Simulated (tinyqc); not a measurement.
Worked calculation: five-level k.p model folded onto the conduction band. Values are carried at full precision from step to step, so a last printed digit may differ when a step is redone from the rounded ones.

Second-order sums for the lowest conduction level at E: 1/m = 1 + Cm + (Ep/3)(2/E + 1/(E + Dso)) - (Ep2/3)(2/(E7 + D2 - E) + 1/(E7 - E)); g/2 = 1 + Cg - (Ep/3)(1/E - 1/(E + Dso)) - (Ep2/3)(1/(E7 - E) - 1/(E7 + D2 - E)). E is counted from the top of the valence band; E = Eg at the edge.

Constants: hbar^2/2m0 = 3.80998211 eV angstrom^2.

Inputs chosen for the exercise (near those of InSb; shifted at random, so the results belong to these values and not to a real crystal): Eg = 0.234 eV (gap at Gamma to the s-like level); Dso = 0.838 eV (spin-orbit splitting); Ep = 23.4 eV (Kane energy); E7 = 3.21 eV (upper Gamma7 conduction level, from the valence top); D2 = 0.35 eV (its spin-orbit splitting, Gamma8 above Gamma7); Ep2 = 4.2 eV (Kane energy to the upper levels); Cm = -2 (remote term in 1/m); Cg = -0.02 (remote term in g/2); k = 0.01 1/angstrom (wave vector along z).

## Mass and g factor term by term

Evaluate at E = Eg.

Terms:
```
level,part of 1/m,part of g
free + remote,-1.0000,1.9600
Gamma8 valence,66.6667,-66.6667
Gamma7 valence,7.2761,14.5522
Gamma8 upper,-0.8419,0.8419
Gamma7 upper,-0.4704,-0.9409
```

m = 0.0140 m0
g = -50.253

The valence levels give 73.94 to 1/m and the upper levels take 1.31 away. In g the two valence terms nearly cancel when Dso is small against Eg; here Dso/Eg = 3.58 and they leave -52.114, the upper pair -0.099.

## The matrix at one k

For k along z and one spin sector the level c couples to four states. With c0 = hbar^2/2m0, P = sqrt(Ep c0), P2 = sqrt(Ep2 c0): diagonal Eg + (1 + Cm) c0 k^2 for c, and 0, -Dso, E7 + D2, E7 for lh, so, G8 up, G7 up (their own dispersion is left out); couplings of c: sqrt(2/3) P k to lh, sqrt(1/3) P k to so, sqrt(2/3) P2 k to G8 up, sqrt(1/3) P2 k to G7 up (phases chosen real).

Fill in the matrix.

H (eV):
```
,c,lh,so,G8 up,G7 up
c,0.23362,0.07709,0.05451,0.03266,0.02310
lh,0.07709,0,0,0,0
so,0.05451,0,-0.83800,0,0
G8 up,0.03266,0,0,3.56000,0
G7 up,0.02310,0,0,0,3.21000
```

## Exact folding onto c

Solve E = H_cc + S(E), S(E) = sum_j H_cj^2/(E - H_jj), from E = H_cc, by plain substitution and by Newton steps on E - H_cc - S(E). The weight of c in the state is Z = 1/(1 - dS/dE). The exact level is the third eigenvalue of H from below.

Iterates (eV):
```
step,substitution,Newton
0,0.23362,0.23362
1,0.26133,0.25855
2,0.25856,0.25879
3,0.25881,0.25879
4,0.25879,0.25879
5,0.25879,0.25879
6,0.25879,0.25879
7,0.25879,0.25879
```

exact level = 0.25879 eV
Z = 0.9163

Substitution multiplies the error by about dS/dE = 1 - 1/Z = -0.091 a step, so it alternates; after 7 steps it is off by 1.5e-09 eV, while Newton is within 1e-5 eV from step 2 on.

## Loewdin series

Expanding E = H_cc + S(E) about Eg in powers of k^2, with s_n = sum_j H_cj^2/(Eg - H_jj)^n: order k^2: e2 = (1 + Cm) c0 k^2 + s1; order k^4: e4 = -s2 e2; order k^6: e6 = s3 e2^2 + s2^2 e2.

Give each order and the partial sums, counted from Eg.

s1 (eV), s2 (no unit), s3 (1/eV); (1 + Cm) c0 k^2 is H_cc - Eg: 0.02767  0.11129  0.46624

e2, e4, e6 (eV): 0.02729  -0.00304  0.00069

partial sums (eV): 0.02729  0.02425  0.02494

The exact value is 0.02479 eV; the errors of the partial sums are +2.50, -0.54 and +0.15 meV.

## Checks

- Curvature of the exact level at small k against the sum for 1/m: 71.630 against 71.631.

Computed by tinyqc, a small Python program: `OMP_NUM_THREADS=1 python tinyqc.py 1080949 1080950 out.jsonl` (the numbers bound the seed that draws the inputs); one thread of a shared host (Intel(R) Xeon(R) Processor @ 2.30GHz), about 0.01 s for the whole set of steps.
